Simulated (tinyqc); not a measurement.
Ways to converge the cycle: SCF convergence aids in the sto-3g basis, for BeH2, spin multiplicity 1. Computed by the program tinyqc with PySCF. RHF with one setting changed at a time; a run stops when the energy changes by less than 1e-09 hartree and the error matrix is below 1e-5. The start is the Wolfsberg-Helmholz matrix. Damping d keeps d of the old density; a shift (hartree) raises the virtual levels; DIIS n extrapolates F over n matrices.

Geometry (angstrom):
```
atom,x,y,z
Be,0.0000,0.0000,0.0000
H,0.0000,1.7600,0.0170
H,0.0000,-1.7600,0.0170
```

lowest restricted solution found by these runs and by PySCF = -15.448700 hartree

Largest element of the error matrix X^T (FDS - SDF) X:
```
iteration,plain,damping 0.3,damping 0.6,shift 0.4,DIIS 3,DIIS 8
1,2.1e-01,2.1e-01,2.1e-01,2.1e-01,2.1e-01,2.1e-01
2,2.0e-02,7.5e-02,1.3e-01,7.8e-02,2.0e-02,2.0e-02
3,6.6e-03,2.9e-02,8.5e-02,3.0e-02,6.2e-03,6.2e-03
4,2.0e-03,1.2e-02,5.5e-02,1.3e-02,7.3e-04,7.3e-04
5,6.1e-04,5.5e-03,3.5e-02,5.6e-03,2.5e-05,9.5e-06
6,1.9e-04,2.7e-03,2.3e-02,2.7e-03,3.0e-06,9.0e-07
8,1.8e-05,6.7e-04,1.0e-02,7.4e-04,-,-
10,1.8e-06,1.7e-04,4.8e-03,2.3e-04,-,-
14,-,1.2e-05,1.1e-03,2.1e-05,-,-
20,-,-,1.5e-04,-,-,-
30,-,-,5.7e-06,-,-,-
```

How each run ends:
```
run,iterations,E (hartree),state
plain,10,-15.448700,lowest found
damping 0.3,18,-15.448700,lowest found
damping 0.6,36,-15.448700,lowest found
shift 0.4,16,-15.448700,lowest found
DIIS 3,7,-15.448700,lowest found
DIIS 8,6,-15.448700,lowest found
```

What does the comparison show, and why?

6 of 6 runs reach the lowest restricted solution found, in 6 to 36 iterations (fastest: DIIS 8). Plain steps already contract here, so damping only slows them. DIIS 3 and DIIS 8 gain by cancelling the error over several earlier matrices, much as a quasi-Newton step does.
